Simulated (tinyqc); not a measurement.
## Fermi-level pinning from two metals

Question. Cowley-Sze model with the space charge neglected: phiB = S (phiM - chi) + (1 - S)(Eg - phi0), S = 1/(1 + q Dit dl/(eps0 ei)), dl in cm. Find S, phi0 and Dit.

Parameters, values chosen for the exercise; band and dielectric values close to those of cadmium telluride:
- Eg = 1.5 eV (band gap)
- chi = 4.32 eV (electron affinity)
- dl = 0.3 nm (thickness of the interfacial layer)
- ei = 1 (relative permittivity of the interfacial layer)

Constants: q = 1.602176634e-19 C, eps0 = 8.8541878128e-14 F/cm where lengths are in cm. Results are converted to the units shown.

barriers for metals with phiM = 4.58 and 5.51 eV (eV): [0.83030111, 1.0026154]

Solution. S is the slope of phiB against phiM; either barrier then gives phi0, and S gives Dit.

S = 0.185
phi0 = 0.540 eV
Dit = 8.10e13 cm^-2 eV^-1

Computed by the program tinyqc: `OMP_NUM_THREADS=1 python tinyqc.py 2020011 2020012 out.jsonl`, one thread of a shared Intel Xeon 2.30GHz, about 0.04 s for the whole run.
